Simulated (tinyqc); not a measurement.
Phonon transmission through an interface between two chains by Green functions. Changing the mass m_2. Computed by tinyqc, a small Python program. Command: `OMP_NUM_THREADS=1 python tinyqc.py 3005511 3005512 out.jsonl agf sweep`. One thread of a shared host (Intel(R) Xeon(R) Processor @ 2.30GHz), about 0.03 s of CPU time with the checks.

Two semi-infinite chains (masses m_1, m_2; springs k_1, k_2), motion along the chain. The central region holds the end atom of each chain and three interlayer atoms of mass m_b, joined by springs k_b. lambda = omega^2 in eV/(angstrom^2 u); nu = 15.6333042 THz x sqrt(lambda).

Inputs (values chosen for the exercise, for two model chains):
```
quantity                          value           unit
mass m_1                           19.1              u
spring k_1                         8.87  eV/angstrom^2
spring k_2                         16.7  eV/angstrom^2
junction spring k_b                2.76  eV/angstrom^2
interlayer mass m_b                17.5              u
probe frequency / lower band top   0.73              -
temperature T                       200              K
```

Atoms in the interlayer: three.

Constants: nu for 1 eV/(angstrom^2 u) = 15.6333042 THz; h x 1 THz = 4.135667696 meV; k_B = 8.617333262e-05 eV/K; k_B = 1.380649e-23 J/K; h = 6.62607015e-34 J s.

Method:
- nu_max = 15.6333042 THz x 2 sqrt(k/m); impedance Z = sqrt(k m); long-wave transmission 4 Z_1 Z_2/(Z_1 + Z_2)^2; the probe frequency is the given share of the lower band top.
- In chain i, sin(q_i a/2) = nu/nu_max,i. An outgoing wave makes the next atom move as exp(i q_i a) times the end atom, so the lead adds the self-energy Sigma_i = -k_i exp(i q_i a) to the force-constant matrix; Gamma_i = -2 Im Sigma_i = 2 k_i sin(q_i a).
- A = lambda M - K - Sigma over the central atoms, with K_ii the sum of the springs at i, K_(i,i+1) = -k_b; G = inverse of A; transmission = Gamma_1 Gamma_2 |G_(first,last)|^2.
- Landauer conductance G = k_B int tau(nu) x^2 e^x/(e^x - 1)^2 d nu, x = h nu/(k_B T), from 0 to the lower band top (240 Gauss-Legendre points in s from 0 to 1, nu = nu_top sin(pi s/2)); tau is the transmission, and its thermal mean is G over the value for tau = 1 in the same window; the quantum is g_0 = pi^2 k_B^2 T/(3 h).

One run for each value; columns: (1) mass m_2 (u); (2) conductance G (pW/K); (3) long-wave transmission; (4) thermal mean of the transmission; (5) band top of chain 2 (THz):
```
(1)       (2)      (3)      (4)     (5)
3.2    110.01  0.92120  0.62531  71.427
5.1    108.43  0.97101  0.61629  56.579
8.2    104.05  0.99717  0.59143  44.620
13.0    97.48  0.99617  0.55407  35.438
21.0    88.71  0.96763  0.50424  27.882
55.0    67.40  0.84071  0.41161  17.229
89.0    55.58  0.75478  0.38206  13.544
140.0   42.82  0.66844  0.33991  10.799
230.0   29.10  0.57376  0.27825   8.425
```

Describe and explain the trends.

Over the rows, conductance G (pW/K) falls from 110 to 29.1 (exponent d ln y / d ln x -0.031 between the first rows and -0.78 between the last); long-wave transmission goes from 0.921 through a maximum among these rows, 0.997 at 8.20, to 0.574; thermal mean of the transmission falls from 0.625 to 0.278 (exponent d ln y / d ln x -0.031 between the first rows and -0.40 between the last). The impedances match at m_2 = 10.1 u and the band tops at 36.0 u; above the second value a heavier chain 2 lowers the top of the window. Left out: 34.0 (the run failed its checks).

Extremes, crossings and ranges named in words are read from the listed rows.
